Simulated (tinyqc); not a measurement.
Gate length: charge control and current of a heterostructure field-effect transistor. Computed by tinyqc, a small Python program. Command: `OMP_NUM_THREADS=1 python tinyqc.py 3006155 3006156 out.jsonl hemt walk`. One thread of a shared host (Intel(R) Xeon(R) Processor @ 2.30GHz), about 0.01 s of CPU time with the checks.

Two subbands in a triangular well; E_F is counted from the conduction band edge of the channel at the interface.

Inputs (values chosen for the exercise, modelled on AlGaAs/GaAs):

| quantity | value | unit |
|---|---|---|
| channel mass m | 0.065 | m_0 |
| permittivity eps (barrier and channel) | 12.3 | - |
| barrier thickness d | 26 | nm |
| Schottky barrier phi_B | 0.97 | eV |
| conduction band offset dE_c | 0.14 | eV |
| delta-doping density N_d | 7e+12 | 1/cm^2 |
| gate voltage V_G | 0 | V |
| mobility mu | 7900 | cm^2/(V s) |
| saturation velocity v_s | 1.7 | 1e7 cm/s |
| gate length L | 55 | nm |
| source resistance R_S | 0.24 | ohm mm |
| temperature T | 300 | K |
| mixing | 0.5 | - |
| iteration cap | 200 | - |
| spacer between delta layer and channel | 2.1 | nm |

Charge source: delta doping. Velocity law: two-piece.

Constants: e = 1.602176634e-19 C; eps_0 = 8.8541878128e-12 F/m; k_B = 8.617333262e-05 eV/K; hbar = 1.054571817e-34 J s; m_0 = 9.1093837015e-31 kg; k_B = 1.380649e-23 J/K.

Method:
- Threshold V_T = phi_B - dE_c - e N_d (d - spacer)/(eps eps_0) (in volts); C_b = eps eps_0/d.
- Charge control: n_s = C_b (V_G - V_T - E_F/e)/e. Well: mean field F = e n_s/(2 eps eps_0), E_i = (hbar^2/2m)^(1/3) [(3 pi e F/2)(i + 3/4)]^(2/3), i = 0, 1; n_s = D k_B T sum_i ln(1 + exp((E_F - E_i)/k_B T)), D = m/(pi hbar^2), which is solved in closed form for E_F.
- Iteration from n_s = C_b (V_G - V_T)/(2e): E_F from n_s, n_out from the charge control, n_new = n_s + mixing (n_out - n_s), kept above n_s/10; stop when |n_out/n_s - 1| < 1e-9.
- C_g = e dn_s/dV_G = 1/(1/C_b + 1/C_q), 1/C_q = d(E_F/e)/d(e n_s) by a central difference of +/- 0.1 % in n_s; added distance dd = eps eps_0/C_q.
- With V = e n_s/C_g and V_c = v_s L/mu: for v = mu F up to v_s, I/W = C_g v_s V_c (sqrt(1 + (V/V_c)^2) - 1) and V_Dsat = V + V_c - sqrt(V^2 + V_c^2); g_m = dI/dV; extrinsic g_m/(1 + g_m R_S); f_T = g_m/(2 pi C_g L).

sheet density n_s = 3.51568e+12 1/cm^2

gate capacitance C_g = 0.357343 microfarad/cm^2

V = 1.57628 V

Scaling; the last columns are v_s/(2 pi L) and mu V/(2 pi L^2):

| L (nm) | I/W (mA/mm) | g_m (mS/mm) | extrinsic g_m (mS/mm) | f_T (GHz) | velocity limit (GHz) | mobility limit (GHz) |
|---|---|---|---|---|---|---|
| 30 | 953.65 | 607.48 | 530.18 | 901.87 | 901.88 | 2.2021e+05 |
| 60 | 949.75 | 607.46 | 530.17 | 450.92 | 450.94 | 5.5053e+04 |
| 120 | 942.01 | 607.40 | 530.12 | 225.44 | 225.47 | 1.3763e+04 |
| 250 | 925.44 | 607.13 | 529.92 | 108.16 | 108.23 | 3.1710e+03 |
| 500 | 894.43 | 606.07 | 529.11 | 53.99 | 54.11 | 7.9276e+02 |
| 1000 | 835.72 | 601.90 | 525.93 | 26.81 | 27.06 | 1.9819e+02 |
| 2000 | 731.17 | 586.03 | 513.77 | 13.05 | 13.53 | 4.9547e+01 |
| 5000 | 505.75 | 501.74 | 447.82 | 4.47 | 5.41 | 7.9276e+00 |

What does the comparison show, and why?

f_T scales as L^-1.00 at the short end and L^-1.17 at the long end; the two limits cross at L = mu V/v_s = 7330 nm. g_m tends to C_g v_s = 607 mS/mm, and R_S cuts it by 13 % at the shortest gate. Fringe capacitances and short-channel effects, left out, lower f_T once L is below about ten barrier thicknesses. Caution: E_F lies above the conduction band minimum of the barrier, so electrons would spill into the barrier.

Extremes, crossings and ranges named in words are read from the listed rows.
